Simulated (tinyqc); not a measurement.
# Changing the temperature T

Model: equilibrium and kinetic segregation of a solute to boundaries and growing surfaces. Computed by tinyqc, a small Python program. Command: `OMP_NUM_THREADS=1 python tinyqc.py 3007485 3007486 out.jsonl segreg sweep`. One thread of a shared host (Intel(R) Xeon(R) Processor @ 2.30GHz), about 0.01 s of CPU time with the checks.

Inputs (values chosen for the exercise, modelled on a solute in a copper line):

| quantity | value | unit |
|---|---|---|
| segregation energy Q | 0.539 | eV |
| interaction z w (positive attracts) | 0.2 | eV |
| total solute fraction x0 | 0.006 | - |
| grain size d | 790 | nm |
| boundary thickness delta | 0.5 | nm |
| atomic volume Omega | 11.81 | angstrom^3 |
| clean boundary energy gamma_0 | 0.72 | J/m^2 |
| mixing | 0.5 | - |

Isotherm: Fowler-Guggenheim.

Constants: k_B = 8.617333262e-05 eV/K; 1 eV/angstrom^2 = 16.02176634 J/m^2.

Method:
- With theta the solute fraction on boundary sites and x that in the grains, theta/(1 - theta) = [x/(1 - x)] exp[(Q + z w theta)/(k_B T)].
- The coverage theta_inf is that for x = x0. Start at theta = 0; theta(new) = theta + mixing (theta(out) - theta); stop below 1e-10, 80 steps at most.
- Finite grains: boundary sites are the fraction f = 3 delta/d, and x0 = (1 - f) x + f theta; solve both equations for theta; share at boundaries = f theta/x0.
- Gibbs adsorption for this isotherm in a dilute matrix: gamma = gamma_0 + Gam_0 [k_B T ln(1 - theta) + z w theta^2/2], Gam_0 = delta/Omega sites per area.

One run for each value:

| temperature T (K) | coverage theta | fraction x left in the grains | share of solute at boundaries (%) | coverage theta_inf | boundary energy gamma (J/m^2) |
|---|---|---|---|---|---|
| 678 | 0.99922 | 0.0041106 | 31.621 | 0.99947 | -1.4390 |
| 756 | 0.99712 | 0.0041146 | 31.554 | 0.99803 | -1.1901 |
| 833 | 0.99172 | 0.0041248 | 31.383 | 0.99434 | -0.9469 |
| 911 | 0.97979 | 0.0041475 | 31.006 | 0.98619 | -0.7063 |
| 989 | 0.95686 | 0.0041911 | 30.281 | 0.97045 | -0.4761 |
| 1070 | 0.91521 | 0.0042704 | 28.962 | 0.94146 | -0.2552 |
| 1140 | 0.85924 | 0.0043768 | 27.191 | 0.90129 | -0.0857 |
| 1220 | 0.76870 | 0.0045491 | 24.326 | 0.83197 | 0.0768 |
| 1300 | 0.65437 | 0.0047666 | 20.708 | 0.73305 | 0.2032 |

Describe and explain the trends.

Over the rows, coverage theta falls from 0.999 to 0.654 (exponent d ln y / d ln x -0.019 between the first rows and -2.5 between the last); fraction x left in the grains rises from 0.00411 to 0.00477 (exponent d ln y / d ln x 0.0089 between the first rows and 0.74 between the last); share of solute at boundaries (%) falls from 31.6 to 20.7 (exponent d ln y / d ln x -0.019 between the first rows and -2.5 between the last). -k_B d ln(x)/d(1/T) between the first rows is 5.5e-4 eV against Q = 0.539 eV: the boundaries give solute back to the grains on heating. Left out: 600 (attraction near or beyond 4 k_B T gives two solutions).

Caution (rows 678, 756, 833, 911, 989, 1070, 1140, 1220): gamma nears or passes zero; a compound usually precipitates before that. Caution (rows 678, 756, 833, 911, 989, 1070, 1140, 1220): near saturation a single segregation energy is a poor picture.
